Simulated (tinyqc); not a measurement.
Optical transitions of a finite quantum well: one step. Confinement energies. Two cases, with inputs chosen for the exercise.

Task: Up to three levels for each carrier.

Each carrier sees a square well of width L with its own depth V and masses m (inside), mb (outside); c = hbar^2/2m0, k = sqrt(m E/c), kappa = sqrt(mb (V - E)/c), and level n solves k L + 2 atan[(k/m)/(kappa/mb)] = n pi. The envelope is cos(kz) for odd n and sin(kz) for even n inside, joins exp(-kappa (|z| - L/2)) outside, and is normalised to 1. Excitons and band mixing are left out.

Constants: hbar^2/2m0 = 3.80998211 eV angstrom^2.

Case 1.

Values chosen (near those of an InGaAs well in InP; shifted at random, so the results belong to these values and not to a real crystal):
- L = 155 angstrom (well width)
- Eg = 0.822 eV (gap of the well)
- Vc = 0.254 eV (conduction offset)
- Vv = 0.365 eV (valence offset)
- me = 0.0407 m0 (electron, well)
- meb = 0.0838 m0 (electron, barrier)
- mh = 0.37 m0 (heavy hole along z, well)
- mhb = 0.545 m0 (heavy hole, barrier)
- ml = 0.0529 m0 (light hole along z, well)
- mlb = 0.1156 m0 (light hole, barrier)

Case 2.

Values chosen (near those of a GaAs well in AlGaAs; shifted at random, so the results belong to these values and not to a real crystal):
- L = 102 angstrom (well width)
- Eg = 1.495 eV (gap of the well)
- Vc = 0.251 eV (conduction offset)
- Vv = 0.138 eV (valence offset)
- me = 0.0687 m0 (electron, well)
- meb = 0.0927 m0 (electron, barrier)
- mh = 0.339 m0 (heavy hole along z, well)
- mhb = 0.403 m0 (heavy hole, barrier)
- ml = 0.088 m0 (light hole along z, well)
- mlb = 0.1089 m0 (light hole, barrier)

Give: a table of level, E (eV), k (1/angstrom), kappa (1/angstrom).

Result:

Case 1.

Levels:

| level | E (eV) | k (1/angstrom) | kappa (1/angstrom) |
|---|---|---|---|
| e1 | 0.0211 | 0.01501 | 0.07157 |
| e2 | 0.0857 | 0.03025 | 0.06085 |
| e3 | 0.1927 | 0.04537 | 0.03672 |
| hh1 | 0.0036 | 0.01871 | 0.22737 |
| hh2 | 0.0144 | 0.03742 | 0.22394 |
| hh3 | 0.0324 | 0.05613 | 0.21811 |
| lh1 | 0.0185 | 0.01602 | 0.10254 |
| lh2 | 0.0748 | 0.03223 | 0.09383 |
| lh3 | 0.1702 | 0.04862 | 0.07687 |

Case 2.

Levels:

| level | E (eV) | k (1/angstrom) | kappa (1/angstrom) |
|---|---|---|---|
| e1 | 0.0293 | 0.02297 | 0.07345 |
| e2 | 0.1151 | 0.04555 | 0.05751 |
| e3 | 0.2379 | 0.06550 | 0.01782 |
| hh1 | 0.0075 | 0.02579 | 0.11750 |
| hh2 | 0.0297 | 0.05142 | 0.10702 |
| hh3 | 0.0659 | 0.07659 | 0.08731 |
| lh1 | 0.0212 | 0.02212 | 0.05778 |
| lh2 | 0.0815 | 0.04339 | 0.04018 |

Computed by tinyqc, one run a case: `OMP_NUM_THREADS=1 python tinyqc.py N N+1 out.jsonl` with N = 1251375, 1251446; one thread of a shared Intel(R) Xeon(R) Processor @ 2.30GHz, about 0.05 s a run at most.
